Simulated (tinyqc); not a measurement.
Memristor with linear dopant drift, Biolek window: one period.

A film of thickness D has a doped share x: R = Ron x + Roff (1 - x), i = v/R, dx/dt = k i F with k = mv Ron/D^2 and F = 1 - x^(2 p) for i >= 0 and 1 - (x - 1)^(2 p) for i < 0. The drive is v = V0 sin(2 pi f t). The model has no threshold and no heating.

Step h = 1/(12 f), from t = j h. With g(t, x) = dx/dt: k1 = g(t, x), k2 = g(t + h/2, x + h k1/2), k3 = g(t + h/2, x + h k2/2), k4 = g(t + h, x + h k3), x(new) = x + h (k1 + 2 k2 + 2 k3 + k4)/6.

The 12 Runge-Kutta steps against a converged integration; i uses the converged x.

Parameters, values chosen for the exercise: resistance of the fully doped film Ron = 50 ohm; resistance of the undoped film Roff = 16000 ohm; film thickness D = 8 nm; dopant mobility mv = 1.4e-14 m^2/(V s); doped share at t = 0 x0 = 0.44; amplitude V0 = 0.5 V; window exponent p = 2; frequency f = 1.3 Hz.

One period:
```
j	v (V)	x, coarse steps	x, converged	i (uA)
0	0.0000	0.4400	0.4400	0.00
1	0.2500	0.4497	0.4497	28.32
2	0.4330	0.4768	0.4768	51.58
3	0.5000	0.5157	0.5157	64.31
4	0.4330	0.5570	0.5570	60.85
5	0.2500	0.5888	0.5888	37.83
6	0.0000	0.6009	0.6009	0.00
7	-0.2500	0.5875	0.5875	-37.71
8	-0.4330	0.5532	0.5532	-60.34
9	-0.5000	0.5108	0.5108	-63.67
10	-0.4330	0.4725	0.4725	-51.16
11	-0.2500	0.4467	0.4467	-28.17
12	0.0000	0.4376	0.4376	0.00
```

The current vanishes with the voltage (pinched loop). At the same voltage, j = 2 and 4, it is 51.6 uA on the way up and 60.8 uA on the way down. x peaks at 0.6009 at half period and ends at 0.4376, not at its starting value: this window differs for the two directions of the current. The coarse steps miss by at most 5.0e-6.

tinyqc, about 0.3 s, one thread, Intel Xeon 2.30GHz (shared host): `OMP_NUM_THREADS=1 python tinyqc.py 2880113 2880114 out.jsonl`
